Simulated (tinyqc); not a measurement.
From results to parameters: diatomic chain. Computed by the program tinyqc.

Problem. A chain of two alternating masses has one spring constant k; at the zone edge omega^2 = 2k/M and 2k/m, and wavenumber = 521.4708 sqrt(omega^2) with omega^2 in eV/(angstrom^2 u). Find k, the heavier mass and the optical wavenumber at q = 0.

wavenumbers at the zone edge (cm^-1): 238.506540  766.845817
lighter mass = 16.000000 u

Solution. The upper value gives k = m omega^2/2, the ratio of the squares gives M/m, and at q = 0 omega^2 = 2k (1/m + 1/M), the sum of the two.

k = 17.300 eV/angstrom^2
heavier mass = 165.4000 u
optical wavenumber at q = 0 = 803.080 cm^-1
